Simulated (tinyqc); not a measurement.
Comparisons within one model: optical gain and spontaneous emission in a bulk direct-gap semiconductor. A value that a table varies takes the place of the one given here.

Parabolic bands, vertical transitions, no excitons. For each hole band j: mr = me mj/(me + mj); joint density of states J_j(E) = (mr/c)^(3/2) sqrt(E - Eg)/(2 pi^2), both spins, c = hbar^2/2m0; averaged matrix element |e.p|^2 = m0 Ep/6; alpha_j(E) = 4 pi^2 alpha_f c Ep J_j/(3 nr E) in 1/angstrom (alpha_f the fine-structure constant, listed as alpha among the constants), times 1e8 for 1/cm.

F_j(eta) = (1/Gamma(j + 1)) integral_0^infinity x^j dx/(1 + exp(x - eta)), which tends to exp(eta) for eta << 0.

Quasi-Fermi levels: n = Nc F_1/2(Fc/kT) and p = Nv F_1/2(Fv/kT), Fc counted up from the conduction edge and Fv down from the valence edge; Nc, Nv from N = 2 (m kB T/(4 pi c))^(3/2) with c = hbar^2/2m0, in 1/angstrom^3; times 1e24 for 1/cm^3, with me and (mhh^(3/2) + mlh^(3/2))^(2/3).

For band j the electron sits at Ee = (E - Eg) mr/me above its edge and the hole at Eh = (E - Eg) mr/mj; fe = 1/(1 + exp((Ee - Fc)/kT)), fh = 1/(1 + exp((Eh - Fv)/kT)); gain g = sum_j alpha_j (fe + fh - 1).

Spontaneous rate: R = integral of (nr E/(hbar c))^2/(pi^2 hbar) sum_j alpha_j fe fh dE, with alpha in 1/cm and (nr E/(hbar c))^2 in 1/cm^2 (1e16 per 1/angstrom^2); B = R/(n p); lifetime n/R.

Constants: hbar^2/2m0 = 3.80998211 eV angstrom^2; fine-structure constant alpha = 0.007297352564; kB = 8.617333262e-05 eV/K; hbar = 6.58211957e-16 eV s; hbar c = 1973.269805 eV angstrom.

Inputs chosen for the exercise (near those of GaN; not measured data):

| symbol | value | unit | meaning |
|---|---|---|---|
| Eg | 3.349 | eV | direct gap |
| me | 0.2002 | m0 | electron mass |
| mhh | 1.394 | m0 | heavy-hole mass |
| mlh | 0.3019 | m0 | light-hole mass |
| Ep | 17.2 | eV | Kane energy |
| nr | 2.58 |  | refractive index |
| T | 350 | K |  |
| n | 5.7e+18 | 1/cm^3 | injected density, n = p |

## Peak gain against injection

The peak is the largest g over E; a dash marks no gain.

Gain:

| n (1/cm^3) | Fc (eV) | Fv (eV) | peak gain (1/cm) | peak E - Eg (eV) | B (cm^3/s) |
|---|---|---|---|---|---|
| 3.9e+18 | 0.0241 | -0.0803 | - | - | 4.34e-11 |
| 6.2e+18 | 0.0463 | -0.0659 | - | - | 4.09e-11 |
| 9.0e+18 | 0.0674 | -0.0542 | 119 | 0.0046 | 3.81e-11 |
| 1.1e+19 | 0.0803 | -0.0477 | 445 | 0.0118 | 3.64e-11 |
| 1.4e+19 | 0.0977 | -0.0399 | 1010 | 0.0222 | 3.41e-11 |
| 1.8e+19 | 0.1185 | -0.0316 | 1768 | 0.0349 | 3.16e-11 |
| 2.3e+19 | 0.1418 | -0.0233 | 2658 | 0.0493 | 2.89e-11 |
| 3.1e+19 | 0.1754 | -0.0128 | 3925 | 0.0692 | 2.56e-11 |

transparency density (Fc + Fv = 0) = 7.78e+18 1/cm^3

Gain starts at 7.78e+18 1/cm^3, where Fc = -Fv = 0.0588 eV: with Nv/Nc = 20 the electrons must be degenerate before the holes are. The slope of peak gain against n is 1.63e-16 cm^2 between the first two rows with gain and 1.58e-16 between the last two; the peak moves from 0.0046 to 0.0692 eV above the gap as the bands fill, and B falls by a factor 1.70. Line broadening and gap shrinkage are left out.

## Gain spectrum

At the density n.

Spectrum:

| E - Eg (eV) | alpha, empty (1/cm) | fe, heavy | fh, heavy | g (1/cm) |
|---|---|---|---|---|
| 0.005 | 4029 | 0.777 | 0.092 | -524 |
| 0.010 | 5689 | 0.751 | 0.090 | -888 |
| 0.020 | 8022 | 0.693 | 0.087 | -1702 |
| 0.030 | 9795 | 0.628 | 0.083 | -2680 |
| 0.045 | 11944 | 0.522 | 0.079 | -4449 |
| 0.060 | 13731 | 0.414 | 0.074 | -6503 |
| 0.080 | 15763 | 0.283 | 0.069 | -9457 |
| 0.100 | 17521 | 0.181 | 0.064 | -12366 |
| 0.130 | 19805 | 0.085 | 0.057 | -16224 |
| 0.170 | 22390 | 0.028 | 0.048 | -20239 |
| 0.220 | 25114 | 0.007 | 0.040 | -23886 |

Fc + Fv = -0.0266 eV

No listed energy has gain; the carriers only bleach the edge. At 0.220 eV above the gap g is -0.95 times the absorption of the empty crystal, whose limit is -1.

## Transparency density and B against temperature

Eg is held fixed; B is taken at n = 1e15 1/cm^3.

Results:

| T (K) | transparency density (1/cm^3) | Fc/kT there | B (cm^3/s) |
|---|---|---|---|
| 100 | 1.19e+18 | 1.948 | 3.17e-10 |
| 150 | 2.18e+18 | 1.948 | 1.73e-10 |
| 200 | 3.36e+18 | 1.948 | 1.12e-10 |
| 250 | 4.70e+18 | 1.948 | 8.06e-11 |
| 300 | 6.18e+18 | 1.948 | 6.14e-11 |
| 350 | 7.78e+18 | 1.948 | 4.88e-11 |
| 400 | 9.51e+18 | 1.948 | 4.00e-11 |
| 500 | 1.33e+19 | 1.948 | 2.88e-11 |

Fc/kT at transparency stays at 1.948, since it depends on Nv/Nc alone, so the density goes as T^1.50. B goes as T^-1.49, against T^-1.5 for non-degenerate carriers: hot carriers spread over k and fewer pairs share a wave vector.

## What moves transparency and gain

Transparency is Fc + Fv = 0; the peak is the largest g over E at the density n (0 if none). Each row changes one parameter from the base and keeps the others.

Results:

| case | transparency density (1/cm^3) | Fc + Fv (eV) | peak gain (1/cm) |
|---|---|---|---|
| base | 7.78e+18 | -0.0266 | 0 |
| me = 0.2302 m0 | 8.90e+18 | -0.0367 | 0 |
| mhh = 0.836 m0 | 6.09e+18 | -0.0055 | 0 |
| Ep = 18.9 eV | 7.78e+18 | -0.0266 | 0 |
| T = 390 K | 9.16e+18 | -0.0441 | 0 |
| n = 7.41e+18 1/cm^3 | 7.78e+18 | -0.0044 | 0 |
| nr = 2.71 | 7.78e+18 | -0.0266 | 0 |

The largest shifts from the base row, up to three for each result and ties (the steps differ in size, so this ranks the rows, not the parameters). transparency density (1/cm^3): mhh -1.70e+18, T +1.37e+18, me +1.12e+18; unchanged at the printed digits by Ep, n and nr. Fc + Fv (eV): n +0.0222, mhh +0.0211, T -0.0175; unchanged at the printed digits by Ep and nr. peak gain (1/cm): unchanged at the printed digits by me, mhh, Ep, T, n and nr.

Run: tinyqc, `OMP_NUM_THREADS=1 python tinyqc.py 1682385 1682386 out.jsonl`; Intel(R) Xeon(R) Processor @ 2.30GHz, one thread, shared host; about 0.07 s of CPU time with all checks.
